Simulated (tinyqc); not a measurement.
Coherent transport through a tight-binding region between two chains, step by step. Computed by tinyqc, a small Python program that keeps every step. Settings: temperature = 4, mu = -0.22. Command: `OMP_NUM_THREADS=1 python tinyqc.py 30423 30424 out.jsonl` (the two numbers bound the seeds that draw the settings). One thread of a shared host (Intel(R) Xeon(R) Processor @ 2.60GHz), about 0.1 s of CPU time with the checks.

## Transmission at E = -0.99 eV

H of the central region (eV), lower triangle:
```
          1         2        3
1   0.00000
2  -1.54000   1.16000
3   0.00000  -1.26000  0.00000
```

Leads: semi-infinite chains with site energy 0:
```
parameter                           value
lead hopping t (eV)              2.740000
coupling to the left lead (eV)   1.200000
coupling to the right lead (eV)  0.980000
left contact site                       1
right contact site                      3
```

E = -0.99000 eV

Surface Green function g = (E - i sqrt(4 t^2 - E^2)) / (2 t^2); self-energy tc^2 g on each contact site; G = (E - H - Sigma)^(-1); Gamma = -2 Im Sigma; T = Gamma_L Gamma_R |G_LR|^2; local density of states -Im G_ii / pi.

g = -0.06593-0.35896i 1/eV

G (1/eV), lower triangle:
```
                  1                 2                  3
1  0.17405-0.33841i
2  0.63692-0.25510i  0.28456-0.36205i
3  0.87409-0.02168i  0.50074-0.30599i  -0.21388-0.49562i
```

local density of states (1/eV): 0.10772  0.11524  0.15776

transmission = 0.54493

## Transmission across the band

The same steps on a grid of energies.

T(E):
```
E (eV)             T
-5.2060000  1.67e-05
-4.6854000   0.00009
-4.1648000   0.00029
-3.6442000   0.00091
-3.1236000   0.00310
-2.6030000   0.01317
-2.0824000   0.08929
-1.5618000   0.79891
-1.0412000   0.56010
-0.5206000   0.64882
0.0000000    0.98380
0.5206000    0.36924
1.0412000    0.14720
1.5618000    0.09915
2.0824000    0.12411
2.6030000    0.60510
3.1236000    0.06678
3.6442000    0.00692
4.1648000    0.00138
4.6854000    0.00032
5.2060000   4.96e-05
```

levels of the isolated region (eV): -1.49258  0.00000  2.65258

## Current

I = (2e/h) int T(E) [f(E - mu - V/2) - f(E - mu + V/2)] dE at 4 K with mu = -0.22 eV, the bias not changing H; 2e^2/h = 77.48092 microsiemens; the integral runs over the band on 4001 points.

Current:
```
V (volt)  I (microampere)
0.01000           0.73589
0.05000           3.53541
0.10000           7.08101
0.20000          14.16680
0.40000          27.86587
0.80000          52.05673
```
